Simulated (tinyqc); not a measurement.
Worked calculation: Hubbard chain of 3 sites. Computed by tinyqc, a small Python program that keeps every step. Settings: hopping = 0.76, U = 5.9, mixing = 0.2, iteration cap = 74. Command: `OMP_NUM_THREADS=1 python tinyqc.py 22517 22518 out.jsonl` (the two numbers bound the seeds that draw the settings). One thread of a shared host (Intel(R) Xeon(R) Processor @ 2.60GHz), about 0.2 s of CPU time with the checks. Later iterations appear only in the table of the cycle.

## Mean-field iteration 1

one-body matrix (hopping and site energies) (eV), order 1, 2, 3:
$$\begin{pmatrix}
0.000000 & -0.760000 & 0.000000 \\
-0.760000 & 0.000000 & -0.760000 \\
0.000000 & -0.760000 & 0.000000
\end{pmatrix}$$

U = 5.900000 eV

electrons, up and down: [2, 1]

mixing = 0.200000

n(up) at the start (a guess, not normalised): 1 0.967000, 2 0.367000, 3 0.967000

n(down) at the start (a guess): 1 0.033000, 2 0.633000, 3 0.033000

H(up) = T + U n(down), H(down) = T + U n(up); fill the lowest levels; n(new) = n + mixing (n(out) - n); E = tr T (rho up + rho down) + U sum n_up n_down of the output.

levels, up (eV): [-0.106073, 0.194700, 4.035473]

levels, down (eV): [1.864527, 5.705300, 6.006073]

energy = -0.305440 eV

n(up) after iteration 1: 1 0.966338, 2 0.308125, 3 0.966338

n(down) after iteration 1: 1 0.033662, 2 0.691875, 3 0.033662

## Mean-field iteration 2

As before.

levels, up (eV): [-0.079013, 0.198608, 4.359685]

levels, down (eV): [1.540315, 5.701392, 5.979013]

energy = -0.337610 eV

n(up) after iteration 2: 1 0.966816, 2 0.259009, 3 0.966816

n(down) after iteration 2: 1 0.033184, 2 0.740991, 3 0.033184

## Mean-field iteration 3

As before.

levels, up (eV): [-0.064600, 0.195788, 4.632236]

levels, down (eV): [1.267764, 5.704212, 5.964600]

energy = -0.356830 eV

n(up) after iteration 3: 1 0.967909, 2 0.218295, 3 0.967909

n(down) after iteration 3: 1 0.032091, 2 0.781705, 3 0.032091

## Convergence

Each step fills the lowest levels of T + U n(other spin) and sets n(new) = n + mixing (n(out) - n); stop when output and input agree to 1e-8.

Course of the cycle:
```
iteration       E (eV)  largest |n(out) - n(in)|  mean |n_up - n_down|
1          -0.30543972                  2.94e-01              0.903169
2          -0.33761019                  2.46e-01              0.916606
3          -0.35682995                  2.04e-01              0.926081
4          -0.36849457                  1.68e-01              0.932929
5          -0.37568474                  1.38e-01              0.937988
6          -0.38017936                  1.13e-01              0.941794
7          -0.38302318                  9.29e-02              0.944702
8          -0.38484101                  7.60e-02              0.946953
9          -0.38601294                  6.21e-02              0.948712
10         -0.38677383                  5.07e-02              0.950099
11         -0.38727072                  4.14e-02              0.951201
...                ...                       ...                   ...
64         -0.38823494                  8.64e-07              0.955817
65         -0.38823494                  7.06e-07              0.955817
66         -0.38823494                  5.77e-07              0.955818
67         -0.38823494                  4.71e-07              0.955818
68         -0.38823494                  3.85e-07              0.955818
69         -0.38823494                  3.15e-07              0.955818
70         -0.38823494                  2.57e-07              0.955818
71         -0.38823494                  2.10e-07              0.955818
72         -0.38823494                  1.72e-07              0.955818
73         -0.38823494                  1.41e-07              0.955818
74         -0.38823494                  1.15e-07              0.955818
```

Not converged within 74 iterations: the residual falls steadily but slowly, by a factor of about 0.82 a step. The lowest mean-field energy found from random starts is -0.38823 eV. Reruns (cap 100 unless said): mixing 0.5: converged in 30 (E = -0.38823); mixing 0.9: converged in 12 (E = -0.38823); the original settings with a cap of 400: converged in 87 (E = -0.38823).

## The many-body Hamiltonian

Basis: all placements (u, d, 2, 0 on each site), up operators ordered before down ones; hops carry the sign of the same-spin electrons passed.

H (eV):
```
           2u0        u20        uud        20u        udu        u02        duu        02u
2u0   5.900000  -0.760000   0.000000  -0.760000   0.000000   0.000000   0.000000   0.000000
u20  -0.760000   5.900000  -0.760000   0.000000  -0.760000   0.000000   0.000000   0.000000
uud   0.000000  -0.760000   0.000000   0.000000   0.000000  -0.760000   0.000000   0.000000
20u  -0.760000   0.000000   0.000000   5.900000  -0.760000   0.000000  -0.760000   0.000000
udu   0.000000  -0.760000   0.000000  -0.760000   0.000000  -0.760000   0.000000  -0.760000
u02   0.000000   0.000000  -0.760000   0.000000  -0.760000   5.900000   0.000000   0.000000
duu   0.000000   0.000000   0.000000  -0.760000   0.000000   0.000000   0.000000  -0.760000
02u   0.000000   0.000000   0.000000   0.000000  -0.760000   0.000000  -0.760000   5.900000
0u2   0.000000   0.000000   0.000000   0.000000   0.000000  -0.760000   0.000000  -0.760000

           0u2
2u0   0.000000
u20   0.000000
uud   0.000000
20u   0.000000
udu   0.000000
u02  -0.760000
duu   0.000000
02u  -0.760000
0u2   5.900000
```

## Exact diagonalisation (9 states)

Lowest levels of the sector, and the double occupancy of the lowest state.

lowest levels (eV): [-0.552428, -0.189697, 0.000000, 4.825198, 5.111981, 5.900000]

double occupancy per site = 0.027664

## The lowest level by Lanczos steps

From a random start vector (not printed): a_j = <q_j|H|q_j>, b_j = norm of the remainder after orthogonalising; the Ritz value is the lowest eigenvalue of the tridiagonal matrix of a and b so far.

Lanczos:
```
j  a_j (eV)  b_j (eV)  lowest Ritz value (eV)
1  5.793492  1.343723              5.79349243
2  3.510750  3.212609              2.88907870
3  2.696041  0.464241             -0.26851741
4  4.626885  2.898795             -0.29173777
5  1.563167  1.434325             -0.41491417
6  5.623192  0.799430             -0.54325976
7  4.418601  2.240845             -0.54684015
8  1.159368  0.313235             -0.55230620
9  6.008503         0             -0.55242817
```
